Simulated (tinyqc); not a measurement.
Hole subbands of a hard-walled well, four-band Luttinger model, step by step. Values are carried at full precision from step to step, so a last printed digit may differ when a step is redone from the rounded ones.

Constants: hbar^2/2m0 = 3.80998211 eV angstrom^2.

Inputs chosen for the exercise (near those of Ge; not measured data):
```
symbol  value   unit        meaning
g1      13.54               Luttinger gamma1
g2      4.18                gamma2
L       95      angstrom    well width along [001]
Zs      0       eV          shear strain energy
g3      5.7                 gamma3
k       0.0178  1/angstrom  wave vector in the plane
N       3                   sines for each component
kmax    0.079   1/angstrom  end of the path
```

## Levels at k = 0

R and S vanish: HHn = c (g1 - 2 g2)(n pi/L)^2 - Zs and LHn = c (g1 + 2 g2)(n pi/L)^2 + Zs, c = hbar^2/2m0, hole energies counted downwards. Sort HH1 to HH4 and LH1, LH2.

Levels:
```
subband  E (eV)
HH1      0.0216
HH2      0.0863
LH1      0.0912
HH3      0.1942
HH4      0.3453
LH2      0.3650
```

The top subband is HH1, 64.7 meV from HH2.

## The matrix at one k

Hole energies are counted downwards from the unstrained band edge, c = hbar^2/2m0. After the usual block transformation one block is H = [[P + Q - Zs, R - i S], [R + i S, P - Q + Zs]] in (heavy, light), with P +/- Q = c [(g1 +/- g2) k^2 + (g1 -/+ 2 g2) kz^2], R = sqrt(3) c gR k^2, S = 2 sqrt(3) c g3 k kz, kz = -i d/dz; axial approximation gR = (g2 + g3)/2. Zs = b (e_par - e_perp) is the shear part of the strain (the hydrostatic part shifts all levels alike and is left out). Basis sqrt(2/L) sin(n pi z/L), n = 1 to N, for each component: kz^2 gives (n pi/L)^2 and the heavy-light block is R delta_nm - 2 sqrt(3) c g3 k D_nm with D_nm = 4 n m/(L (n^2 - m^2)) for n + m odd, 0 otherwise. The other block has the same levels. The split-off band is left out.

Fill in the 2N x 2N matrix, in meV.

H(k) (meV), rows h1, h2, h3, l1, l2, l3 and columns alike:
```
[[42.97, 0, 0, 10.33, 37.59, 0],
 [0, 107.72, 0, -37.59, 10.33, 67.66],
 [0, 0, 215.63, 0, -67.66, 10.33],
 [10.33, -37.59, 0, 102.55, 0, 0],
 [37.59, 10.33, -67.66, 0, 376.29, 0],
 [0, 67.66, 10.33, 0, 0, 832.52]]
```

## Levels and mixing

Diagonalise; give the four lowest hole energies and the weight of the heavy component (the first half of the basis) in each.

levels (meV): [36.37, 65.76, 139.91, 191.92]

heavy weight: [0.944, 0.550, 0.482, 0.893]

The most mixed of the four is number 3, with 48 % heavy character. Against 60 sines these levels lie 0.2, 0.4, 1.7 and 7.2 meV too high: the small basis lacks the higher sines, which carry the upper levels.

## Dispersion in the plane

N = 20, nine points from 0 to kmax.

Hole energies (meV):
```
k (1/angstrom)     E1      E2      E3      E4  heavy weight of 1  heavy weight of 2
0.0000          21.58   86.33   91.25  194.24              1.000              1.000
0.0099          26.65   71.87  113.45  190.53              0.994              0.545
0.0198          38.63   65.21  144.98  183.35              0.908              0.574
0.0296          45.58   76.05  180.14  182.47              0.634              0.786
0.0395          48.90   94.50  186.98  223.54              0.514              0.794
0.0494          55.31  107.25  201.53  265.23              0.464              0.708
0.0592          65.83  115.87  213.60  304.23              0.433              0.635
0.0691          80.43  124.87  221.24  334.04              0.411              0.583
0.0790          98.90  136.55  227.93  352.08              0.394              0.545
```

At small k the hole energy falls in subbands 2 and 4: an electron-like mass, caused by repulsion from a deeper subband. E2 - E1 is smallest, 26.6 meV, at k = 0.0198 of the points listed. The top subband goes from 1.00 to 0.39 in heavy weight.

## Mass of HH1 in the plane

Second order in k: 1/m = g1 + g2 - sum_n 12 c g3^2 D_1n^2/(LHn - HH1) over even n up to 60, with D_1n = 4n/(L (n^2 - 1)) in size, LHn - HH1 = c [(g1 + 2 g2) n^2 - (g1 - 2 g2)](pi/L)^2 + 2 Zs, c = hbar^2/2m0.

LHn - HH1 for n = 2, 4, 6 (meV): [343.4, 1438.4, 3263.3]
terms for n = 2, 4, 6: [3.4083, 0.1302, 0.0237]
sum of all terms = 3.5760
mass without mixing, 1/(g1 + g2) = 0.0564 m0
1/m with mixing = 14.1440 1/m0

Mixing with the light holes takes m from 0.056 to 0.071 m0.

## Checks

- 1/m of HH1 from the full matrix (N = 60) at small k against second order: both 14.144.
- The 2 x 2 block with gR = g2 (k along [100]) for a plane wave (k, 0, pi/L) against the bulk heavy-hole formula, eV: both 0.01868.
- Lowest level at the given k on a real-space grid of 240 points against 60 sines, eV: both 0.0362.

tinyqc: `OMP_NUM_THREADS=1 python tinyqc.py 1280405 1280406 out.jsonl`; about 0.2 s, one thread, shared Intel(R) Xeon(R) Processor @ 2.30GHz.
